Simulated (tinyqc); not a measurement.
Worked calculation: decay of LO phonons and the hot-phonon bottleneck in the cooling of electrons. Computed by tinyqc, a small Python program that keeps every step. Command: `OMP_NUM_THREADS=1 python tinyqc.py 3021033 3021034 out.jsonl hotphonon walk`. One thread of a shared host (Intel(R) Xeon(R) Processor @ 2.30GHz), about 0.01 s of CPU time with the checks. Intermediate numbers are printed to about 6 digits and carried at full precision; extremes and crossings named in words are read from the listed rows.

n(E, T) = 1/(exp(E/(k_B T)) - 1) is the Bose occupation. Electrons have a temperature T_e; the LO modes within their reach share one occupation N; the decay products stay at the lattice temperature.

Inputs (values chosen for the exercise, modelled on indium phosphide):
```
quantity                                             value    unit
LO energy hbar omega                                  43.8     meV
lifetime at T = 0, tau_0                                11      ps
share f of the energy in the softer product            0.2       -
lattice temperature T                                  150       K
electron mass m*                                    0.0762     m_0
eps_inf                                               9.88       -
static dielectric constant eps_s                      12.6       -
electron density n                                 1.5e+18  1/cm^3
density of LO modes that the electrons reach, N_m  1.8e+19  1/cm^3
power supplied per electron P                          1.4      nW
step factor                                              1       -
```

Decay channel: two unequal phonons (Ridley).

Constants: k_B = 8.617333262e-05 eV/K; c = 299792458 m/s; e^2/(4 pi eps_0) = 14.39964548 eV angstrom; hbar^2/(2 m_0) = 3.80998212 eV angstrom^2; hbar = 6.582119569e-16 eV s; e = 1.602176634e-19 C; k_B = 1.380649e-23 J/K.

## Lifetime and Raman width

Decay rate 1/tau = (1/tau_0) [1 + n(f hbar omega) + n((1 - f) hbar omega)]. Full width Gamma = 1/(2 pi c tau) in 1/cm, c in cm/s.

thermal factor tau_0/tau = 2.10284

phonon lifetime tau = 5.23103 ps

Raman width Gamma = 1.01487 1/cm

equilibrium LO occupation N_0 = 0.0349381

Stimulated decay shortens the lifetime by 52 %.

## Spontaneous emission time

Froehlich coupling alpha = (e^2/(4 pi eps_0)) (1/eps_inf - 1/eps_s) k_0/(2 hbar omega), k_0 = sqrt(m* hbar omega/(hbar^2/(2 m_0))); emission time tau_sp = hbar/(2 alpha hbar omega); bottleneck ratio r = (n/N_m) tau/tau_sp.

alpha = 0.106302

emission time tau_sp = 70.6837 fs

bottleneck ratio r = 6.16718

r compares the rate at which electrons exchange quanta with a mode to its decay rate. Exchange outruns decay, so a hot population builds up if the power is high enough.

## Electron and phonon temperatures in closed form

Net emission per electron: [(N + 1) x - N]/tau_sp with x = exp(-hbar omega/(k_B T_e)), a simple two-level balance; steady state of the modes: n [(N + 1) x - N]/tau_sp = N_m (N - N_0)/tau; power per electron P = hbar omega [(N + 1) x - N]/tau_sp. With p = P tau_sp/(hbar omega): N = N_0 + r p and x = (p + N)/(N + 1); without hot phonons N = N_0. The mode temperature T_LO solves n(hbar omega, T_LO) = N.

reduced power p = 0.0141014

LO occupation N = 0.121904

electron temperature T_e = 240.880 K

T_e without hot phonons = 166.677 K

mode temperature T_LO = 229.001 K

Hot phonons raise T_e by 74 K. T_LO lies close to T_e: electrons and LO modes form one hot system, cooled only by the decay. Caution: the electrons are degenerate; Pauli blocking and the Fermi energy, left out here, matter.

## The same balance by iteration

Eliminating N gives P(T_e) = (hbar omega/tau_sp) [(N_0 + 1) x - N_0]/[1 + r (1 - x)]. Newton steps on ln P against ln T_e, times the step factor, each limited to 0.7 in ln T_e and to keeping a fifth of T_e - T; start at 1.5 T; stop when |ln(P/P(T_e))| < 1e-9 or after 40 steps.

Iterations:
```
step  T_e (K)  P(T_e) (nW)  ln(P/P(T_e))
0     225.000      1.11358   2.28894e-01
1     239.938      1.38267   1.24585e-02
2     240.877      1.39995   3.83114e-05
3     240.880      1.40000   3.63135e-10
```

converged (1 yes, 0 no) = 1

T_e from the iteration = 240.880 K

Converged at step 3.

## Energy relaxation with and without hot phonons

P(T_e) = (hbar omega/tau_sp) [(N_0 + 1) x - N_0]/[1 + r (1 - x)], and r = 0 without hot phonons; energy relaxation time tau_E = (3/2) k_B (T_e - T)/P.

Cooling:
```
T_e (K)  P, cold phonons (nW)  P, hot phonons (nW)    ratio  tau_E (ps)          N
180                   2.63277             0.387118  6.80096     1.60492  0.0589853
230                   7.80408              1.20237  6.49057     1.37793   0.109628
300                   15.4100              2.55384  6.03405     1.21639   0.193579
450                   29.7392              5.74782  5.17399     1.08092   0.391985
650                   43.5398              10.0191  4.34566     1.03351   0.657313
950                   56.7067              15.9497  3.55536     1.03876    1.02571
1450                  68.8988              24.4013  2.82357     1.10333    1.55071
2150                  77.6477              33.7827  2.29845     1.22606    2.13347
```

Reabsorption cuts the loss by a factor 6.80 at the lowest T_e and 2.30 at the highest; the factor is 1 + r (1 - x) with r = 6.17. tau_E runs from 1.6 to 1.2 ps, with its shortest value, 1.0 ps, at T_e = 650 K, against tau_sp = 71 fs and a phonon lifetime of 5.2 ps. For r (1 - x) much above 1 the loss tends to hbar omega (N_m/n)(n(hbar omega, T_e) - N_0)/tau, in which tau_sp no longer appears. In the coldest rows the electrons are degenerate, so (3/2) k_B (T_e - T) overstates their excess energy. Pauli blocking is left out, as are upper valleys and non-parabolic bands, which can matter above about 1000 K.

Checks made by the program: iteration against the closed form (relative difference below 1e-10).
